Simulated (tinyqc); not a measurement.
Time-dependent dielectric breakdown: cell percolation, Weibull statistics, area scaling and voltage extrapolation: one step, computed by the program tinyqc. Command: `OMP_NUM_THREADS=1 python tinyqc.py 3007716 3007717 out.jsonl tddb walk`. One thread of a shared host (Intel(R) Xeon(R) Processor @ 2.30GHz), about 0.01 s of CPU time with the checks.

The oxide is divided into columns of area a^2, each holding m = t_ox/a cells (m is taken as continuous). A share lambda(t) = (t/t_1)^alpha of the cells is defective, and a column whose cells are all defective breaks down.

Task: Fitting the sample. W = ln(-ln(1 - F_i)) with the median ranks F_i. Least squares in W: W = beta ln t - beta ln t63. Maximum likelihood: solve sum t^b ln t/sum t^b - 1/b = mean of ln t for b, then t63 = (mean of t^b)^(1/b).

Weibull plot:

| i | t (s) | F_i | ln t | W |
|---|---|---|---|---|
| 1 | 559.47 | 0.0614035 | 6.32699 | -2.758771 |
| 2 | 1420.99 | 0.1491228 | 7.25911 | -1.823328 |
| 3 | 3531.36 | 0.2368421 | 8.16944 | -1.308259 |
| 4 | 5739.90 | 0.3245614 | 8.65520 | -0.935491 |
| 5 | 8545.03 | 0.4122807 | 9.05311 | -0.632041 |
| 6 | 10605.28 | 0.5000000 | 9.26911 | -0.366513 |
| 7 | 10763.52 | 0.5877193 | 9.28392 | -0.120981 |
| 8 | 11918.27 | 0.6754386 | 9.38583 | 0.118032 |
| 9 | 12015.01 | 0.7631579 | 9.39391 | 0.364894 |
| 10 | 13474.79 | 0.8508772 | 9.50858 | 0.643424 |
| 11 | 25680.81 | 0.9385965 | 10.15350 | 1.026145 |

Give: slope by least squares; t63 by least squares; slope by maximum likelihood; t63 by maximum likelihood.

Result:

slope by least squares = 0.9764

t63 by least squares = 11029 s

slope by maximum likelihood = 1.334

t63 by maximum likelihood = 10248 s

Caution: t_1 is an input here; in a real oxide it changes with thickness at fixed voltage.
